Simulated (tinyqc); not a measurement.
Carrier lifetime from Shockley-Read-Hall, radiative, Auger and surface recombination. Changing the trap density N_t. Computed by tinyqc, a small Python program. Command: `OMP_NUM_THREADS=1 python tinyqc.py 3009190 3009191 out.jsonl lifetime sweep`. One thread of a shared host (Intel(R) Xeon(R) Processor @ 2.30GHz), about 0.02 s of CPU time with the checks.

Energies are counted from the top of the valence band. Boltzmann statistics, full ionisation, and equal excess densities of electrons and holes.

Inputs (values chosen for the exercise, with bands modelled on GaN):
```
quantity                          value        unit
gap E_g                            3.42          eV
electron mass m_e                 0.203         m_0
valleys M_c                           1           -
hole mass m_h                       1.4         m_0
temperature T                       300           K
doping N                        3.1e+17       cm^-3
trap level E_t                     1.95          eV
electron cross-section sigma_n  1.2e-14        cm^2
hole cross-section sigma_p      3.5e-14        cm^2
radiative coefficient B         3.7e-10      cm^3/s
Auger coefficient C_n           9.2e-32      cm^6/s
Auger coefficient C_p           5.1e-32      cm^6/s
excess density dn               6.6e+12       cm^-3
generation rate G                 2e+21  cm^-3 s^-1
diffusion coefficient D              20      cm^2/s
surface velocity S                  900        cm/s
thickness W                          71  micrometre
```

Doping: n-type. Surface term: two equal surfaces.

Constants: m_0 = 9.1093837015e-31 kg; k_B = 1.380649e-23 J/K; h = 6.62607015e-34 J s; k_B = 8.617333262e-05 eV/K.

Method:
- N_c = 2 M_c (2 pi m_e k_B T/h^2)^(3/2) and N_v = 2 (2 pi m_h k_B T/h^2)^(3/2), masses in units of m_0.
- n_i = sqrt(N_c N_v) exp(-E_g/2 k_B T); majority density N/2 + sqrt(N^2/4 + n_i^2), minority density n_i^2 over it.
- v = sqrt(3 k_B T/m) with m_e or m_h; tau_n0 = 1/(sigma_n v_n N_t), tau_p0 = 1/(sigma_p v_p N_t); n1 = N_c exp(-(E_g - E_t)/k_B T), p1 = N_v exp(-E_t/k_B T).
- The slowest diffusion mode has x tan x = S W/(2 D) with 0 < x < pi/2 (bisection), and tau_s = W^2/(4 x^2 D). The common approximation is W/(2 S) + W^2/(pi^2 D).
- With n = n_0 + dn, p = p_0 + dn and U/dn = 1/tau: (n p - n_i^2)/dn = n_0 + p_0 + dn = s; 1/tau_SRH = s/[tau_p0 (n + n1) + tau_n0 (p + p1)]; 1/tau_rad = B s; 1/tau_Aug = (C_n n + C_p p) s; the rates add, with 1/tau_s.
- Radiative efficiency = tau_eff/tau_rad; effective diffusion length = sqrt(D tau_eff).
- dn solves dn/tau_eff(dn) = G (60 bisections in ln dn between 1e-2 and 1e22 cm^-3); the splitting of the quasi-Fermi levels is k_B T ln(n p/n_i^2).

One run for each value; columns: (1) trap density N_t (cm^-3); (2) effective lifetime at dn (s); (3) radiative efficiency at dn; (4) quasi-Fermi splitting under G (eV); (5) effective diffusion length at dn (micrometre):
```
(1)             (2)     (3)    (4)    (5)
1.00e+10  8.699e-09  0.9978  2.989  4.171
5.00e+10  8.698e-09  0.9977  2.989  4.171
3.00e+11  8.691e-09  0.9969  2.989  4.169
1.00e+12  8.673e-09  0.9948  2.988  4.165
7.00e+12  8.520e-09  0.9773  2.988  4.128
4.00e+13  7.766e-09  0.8907  2.986  3.941
2.00e+14  5.433e-09  0.6232  2.976  3.296
1.00e+15  2.172e-09  0.2491  2.953  2.084
```

Over the rows, effective lifetime at dn (s) falls from 8.70e-9 to 2.17e-9 (exponent d ln y / d ln x -7.5e-5 between the first rows and -0.57 between the last); radiative efficiency at dn falls from 0.998 to 0.249 (exponent d ln y / d ln x -7.5e-5 between the first rows and -0.57 between the last); quasi-Fermi splitting under G (eV) falls from 2.989 to 2.953. At the low end the exponent of effective lifetime at dn is 0.00, close to 0: other channels rule.

Extremes, crossings and ranges named in words are read from the listed rows.
